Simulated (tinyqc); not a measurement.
# From one set of inputs to another, one input at a time

Model: Born-von Karman spring model of a cubic crystal with one atom per cell. Computed by tinyqc, a small Python program. Command: `OMP_NUM_THREADS=1 python tinyqc.py 3016383 3016384 out.jsonl springs ladder`. One thread of a shared host (Intel(R) Xeon(R) Processor @ 2.30GHz), about 0.2 s of CPU time with the checks.

First neighbours lie at a/2 (1,1,1) (8 of them), second at a (1,0,0) (6), with all permutations and signs; the volume per atom is Omega = a^3/2. Two shells of springs match a real metal only roughly, above all at the zone boundary.

The inputs printed are set A. Set A is modelled on iron; the values taken over come from a set modelled on tungsten. Inputs not listed in the table keep their values of set A, so the rows need not describe a real material.

Inputs (values chosen for the exercise, modelled on iron):
```
quantity,value,unit
lattice constant a,2.87,angstrom
atomic mass M,55.85,u
radial spring k1L,3.42,eV/angstrom^2
transverse spring k1T,-0.1,eV/angstrom^2
radial spring k2L,1.1,eV/angstrom^2
transverse spring k2T,0.017,eV/angstrom^2
mesh divisions n,6,-
temperature T,50,K
```

Lattice: bcc.

Constants: 1 eV/angstrom^3 = 160.2176634 GPa; nu for 1 eV/(angstrom^2 u) = 15.6333042 THz; h x 1 THz = 4.135667696 meV; k_B = 8.617333262e-05 eV/K; hbar^2/u = 4.18015928e-03 eV angstrom^2.

Method:
- [ij,kl] = (1/(2 Omega)) sum_R K_ij R_k R_l; C11 = [xx,xx], C44 = [xx,yy], C12 = 2 [xy,xy] - C44; B = (C11 + 2 C12)/3; Zener ratio A = 2 C44/(C11 - C12). K(R) = kL n n^T + kT (1 - n n^T).
- A neighbour at R with unit vector n couples by the matrix K(R) = kL n n^T + kT (1 - n n^T), and D(q) = (1/M) sum_R K(R) [1 - cos(q.R)].
- An eigenvalue lambda of D in eV/(angstrom^2 u) gives nu = 15.6333042 THz x sqrt(lambda).
- Mesh: q = sum_i (m_i + 1/2)/n b_i, m_i = 0..n-1, with b = [[0, 1, 1], [1, 0, 1], [1, 1, 0]] in 2 pi/a; sums are averages over the n^3 points, per atom.
- With x = h nu/(k_B T) and n = 1/(exp(x) - 1) for each mode: F = k_B T [x/2 + ln(1 - exp(-x))], U = k_B T x (n + 1/2), S/k_B = x n - ln(1 - exp(-x)), C/k_B = x^2 n (n + 1).
- <u_x^2> = (1/3) sum over modes of hbar^2/(2 M h nu) coth(x/2); zero-point energy = sum h nu/2. <u_x^2> converges slowly with the mesh, from below, with an error of order 1/n.

Each row keeps all changes above it:
```
input moved,from,to,C11 (GPa),entropy S (k_B/atom),<u_x^2> (angstrom^2)
set A,-,-,242.7,0.121,0.001582
radial spring k1L (eV/angstrom^2),3.42,5.1,305.2,0.078,0.001340
atomic mass M (u),55.85,183.84,305.2,0.422,0.000815
temperature T (K),50,77,305.2,1.003,0.000971
radial spring k2L (eV/angstrom^2),1.1,3.6,584.3,0.696,0.000724
lattice constant a (angstrom),2.87,3.165,529.8,0.696,0.000724
transverse spring k1T (eV/angstrom^2),-0.1,-0.19,523.8,0.720,0.000742
```

Which inputs carry the difference?

C11 goes from 243 to 524, a factor 2.16 in all. The largest single move comes from radial spring k2L (a factor 1.91), and lattice constant a works against it (a factor 0.907). Entropy S goes from 0.121 to 0.720, a factor 5.93 in all. The largest single move comes from atomic mass M (a factor 5.42), and radial spring k1L works against it (a factor 0.641). <u_x^2> goes from 0.00158 to 7.42e-4, a factor 0.469 in all. The largest single move comes from atomic mass M (a factor 0.608), and temperature T works against it (a factor 1.19). The single moves hold for this order of the switches; the total does not depend on the order.

Caution (rows set A, radial spring k1L, atomic mass M): the mesh is too coarse for this temperature: four more divisions change S by over 1 %.

Extremes, crossings and ranges named in words are read from the listed rows.
